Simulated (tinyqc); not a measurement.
MOS capacitor on a p-type substrate, surface potential from the exact charge relation: one step of the calculation.

Uniform p-type substrate, Boltzmann statistics, full ionisation, classical densities. psi is the surface potential against the body (positive when the bands bend down) and u = psi/Vt. Traps are spread evenly over the gap and neutral at flat band, so their charge is -q Dit psi; the minority quasi-Fermi level is shifted by Vb.

Problem. Charges, field and capacitances at the solution. ni = sqrt(Nc Nv) exp(-Eg/(2 Vt)), Eg in volts; phiF = Vt ln(N/ni); Cox = eps0 eox/tox; Vfb = phiM - chi - (Eg - Vt ln(Nv/N)) - q Nf/Cox; Q0 = sqrt(2 eps0 eps_r q N Vt); r = (ni/N)^2 exp(-Vb/Vt); VT = Vfb + [(2 phiF + Vb)(1 + q Dit/Cox) + sqrt(2 eps0 eps_r q N (2 phiF + Vb))/Cox].

u = psi/Vt; F^2 = exp(-u) + u - 1 + r (exp(u) - u - 1); Qs = -sign(u) Q0 F; Cs = -dQs/dpsi = (Q0/Vt) |1 - exp(-u) + r (exp(u) - 1)|/(2 F). Low frequency: 1/C_LF = 1/Cox + 1/(Cs + q Dit). High frequency, in the simple estimate in which traps and minority carriers do not follow: 1/C_HF = 1/Cox + 1/Cd, Cd being Cs with r = 0 at the same psi. Minority sheet density N_inv = (Q0/(2 q)) int_0^u r (exp(t) - 1)/F(t) dt for u > 0. Oxide field |Qs - q Dit psi + q Nf|/(eps0 eox).

Parameters, values chosen for the exercise; band and dielectric values those of a made-up semiconductor:
```
symbol    value         unit                                                                 meaning
T           293            K                                                             temperature
Eg         4.32           eV                                                                band gap
eps_r      8.81                                                                relative permittivity
Nc      2.15e18        cm^-3                                  conduction-band density of states at T
Nv      5.76e19        cm^-3                                     valence-band density of states at T
N        8.3e15        cm^-3                                       acceptor density of the substrate
eox         3.9               relative permittivity of the gate insulator (close to silicon dioxide)
tox         2.2           nm                                                     insulator thickness
Nf       4.7e11        cm^-2                            fixed charge at the interface, in units of q
Dit           0  cm^-2 eV^-1                                              density of interface traps
Vb          0.3            V                    reverse bias of the inversion layer against the body
```

Constants: q = 1.602176634e-19 C, kB = 1.380649e-23 J/K, Vt = kB T/q, eps0 = 8.8541878128e-14 F/cm where lengths are in cm. Results are converted to the units shown.

converged psi = -0.25442412 V

Find: Qs; N_inv; oxide field; Cs; C_LF/Cox; C_HF/Cox.

Solution.

Qs = 1115.9 nC/cm^2
N_inv = 0 cm^-2
oxide field = 3.4496 MV/cm
Cs = 22.107 uF/cm^2
C_LF/Cox = 0.93371
C_HF/Cox = 0.93371

The surface is in accumulation (borders at |psi| = 0, phiF + Vb and 2 phiF + Vb = 4.26 V).

Numbers from tinyqc (`OMP_NUM_THREADS=1 python tinyqc.py 2060081 2060082 out.jsonl`; about 0.01 s on one thread of a shared Intel Xeon 2.30GHz).
